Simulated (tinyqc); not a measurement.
## A and C from the efficiency peak

Problem. ABC model of an LED: J = q da (A n + Ba n^2 + Ca n^3), IQE = Ba n^2/(A n + Ba n^2 + Ca n^3), differential lifetime 1/(A + 2 Ba n + 3 Ca n^2). The peak lies at n = sqrt(A/Ca). Given Ba, find n at the peak, A and Ca.

Values chosen for this exercise:

| symbol | value | unit | meaning |
|---|---|---|---|
| Ba | 3e-11 | cm^3/s | radiative coefficient of the active layer |
| da | 43 | nm | thickness of the active layer |

Constants: q = 1.602176634e-19 C. Results are converted to the units shown.

peak IQE = 89.052963 %
J at the peak = 2730.4410 A/cm^2

Solution. IQE J = q da Ba n^2 gives n. At the peak A n = Ca n^3, each being half of the non-radiative rate Ba n^2 (1/IQE - 1).

n at the peak = 1.08e19 cm^-3
A = 2.00e7 1/s
Ca = 1.70e-31 cm^6/s

Computed by the program tinyqc: `OMP_NUM_THREADS=1 python tinyqc.py 2300011 2300012 out.jsonl`, one thread of a shared Intel Xeon 2.30GHz, about 0.01 s for the whole run.
